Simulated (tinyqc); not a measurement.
Gas flow in a process chamber: flow regimes, conductance, effective pumping speed, pump-down, outgassing and purge: one step, computed by the program tinyqc. Command: `OMP_NUM_THREADS=1 python tinyqc.py 3120170 3120171 out.jsonl pump walk`. One thread of a shared host (Intel(R) Xeon(R) Processor @ 2.30GHz), about 0.07 s of CPU time with the checks.

Ideal gas, isothermal flow, a pump of constant speed at the end of a round pipe; process gas, volume gas and outgassing are given the same properties. 1 sccm = 101325 Pa x 1e-6 m^3/60 s x T/273.15 K.

Question. Time to base pressure. From the outgassing limit: t = 1 h x (q_1 A/(S_eff p_target))^(1/n) - 10 s; monolayer time at the target = 1e19 m^-2 x 4 k_B T/(p c) for unit sticking.

Inputs (values chosen for the exercise, modelled on oxygen near room temperature):

| quantity | value | unit |
|---|---|---|
| temperature T | 350 | K |
| wall area | 1.1 | m^2 |
| outgassing rate after 1 h | 4e-07 | Pa m^3/(s m^2) |
| outgassing exponent n | 1 | - |
| target base pressure | 0.0001 | Pa |

S_eff in molecular flow = 417.7027 L/s

mean speed c = 481.2228 m/s

Constants: k_B = 1.380649e-23 J/K.

Give: time to the target; monolayer time.

Answer.

time to the target = 0.007756 h

monolayer time = 4.017 s
